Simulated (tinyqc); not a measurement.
Implant damage, amorphisation by cascade overlap, and solid-phase epitaxial regrowth. Which input was changed? Computed by tinyqc, a small Python program. Command: `OMP_NUM_THREADS=1 python tinyqc.py 3110596 3110597 out.jsonl sper which`. One thread of a shared host (Intel(R) Xeon(R) Processor @ 2.30GHz), about 0.1 s of CPU time with the checks.

Range and width of the damage are inputs. Dynamic annealing enters only through the surviving share f.

Inputs (values chosen for the exercise, modelled on phosphorus ions in germanium):
```
quantity                           value    unit
atomic density N                    44.2  1/nm^3
ion Z1                                15       -
ion mass M1                           31       u
target Z2                             32       -
target mass M2                     72.63       u
ion energy E                         110     keV
displacement energy E_d               16      eV
depth of the damage peak R_d          89      nm
width of the damage profile s_d       60      nm
share of defects that survive f     0.57       -
critical displaced share x_c        0.13       -
dose Q                             4e+15  1/cm^2
regrowth prefactor v0            3.5e+16    nm/s
regrowth energy E_a                 2.15      eV
anneal temperature                   337       C
rate relative to (100)                 1       -
peak enhancement by the dopant         8       -
ramp rate                             26     K/s
```

Constants: a_0 = 0.529177210903 angstrom; e^2/(4 pi eps_0) = 14.39964548 eV angstrom; k_B = 8.617333262e-05 eV/K.

Method:
- Robinson partition: eps = E a M2/(Z1 Z2 (e^2/(4 pi eps_0)) (M1 + M2)), a = 0.8853 a_0/sqrt(Z1^(2/3) + Z2^(2/3)); k = 0.0793 Z1^(2/3) Z2^(1/2) (M1 + M2)^(3/2)/((Z1^(2/3) + Z2^(2/3))^(3/4) M1^(3/2) M2^(1/2)); damage energy T_d = E/(1 + k (eps + 0.40244 eps^(3/4) + 3.4008 eps^(1/6))); displacements nu = 0.8 T_d/(2 E_d).
- Displaced share x(z) = f nu Q exp(-(z - R_d)^2/(2 s_d^2))/(sqrt(2 pi) s_d N); the layer is amorphous where x > x_c, between R_d -/+ s_d sqrt(2 ln(x_max/x_c)), the upper edge being cut at the surface. Threshold dose Q_c = Q x_c/x_max.
- Displaced atoms per area beyond the lower edge z2: f nu Q (1/2) erfc((z2 - R_d)/(sqrt2 s_d)); they are not removed by regrowth.
- v = v0 x orientation factor x exp(-E_a/(k_B T)) x [1 + (enhancement - 1) exp(-(z - R_d)^2/(2 s_d^2))], T = anneal temperature + 273.15 K; the dopant is taken to follow the damage profile; the lower front moves from the lower edge z2 to the surface, or to the middle (z1 + z2)/2 of a buried layer with upper edge z1; time = int dz/v; the equivalent undoped distance is that time times the undoped velocity.
- On a linear ramp from 200 C regrowth ends at the T_f where int v_undoped dT/(ramp rate) equals the equivalent undoped distance.

Task: One of these inputs alone was changed, within the range given: displacement energy E_d (8 to 32); critical displaced share x_c (0.065 to 0.26); regrowth energy E_a (1.9 to 3); ramp rate (13 to 52). Which one, and to what value?

Results:
```
run     time with enhancement (s)  displaced atoms beyond z2 (1/cm^2)  temperature at which regrowth ends (C)
before                   1131.036                        1.172834e+16                                468.5376
after                    1199.636                        1.143000e+16                                469.7669
```

Result:

Each candidate set to reproduce time with enhancement, and what it then gives:
```
candidate                     range searched  value needed  displaced atoms beyond z2 (1/cm^2)  temperature at which regrowth ends (C)
displacement energy E_d (eV)         8 to 32         12.80                          1.1430e+16                                  469.77
critical displaced share x_c   0.065 to 0.26        0.1040                          9.1440e+15                                  469.77
regrowth energy E_a (eV)            1.9 to 3         2.153                          1.1728e+16                                  469.58
ramp rate (K/s)                     13 to 52     no effect                                   -                                       -
```

Only displacement energy E_d fits every result: it went from 16 to 12.8 eV. The next best candidate, regrowth energy E_a, misses one result by 2.6 %.
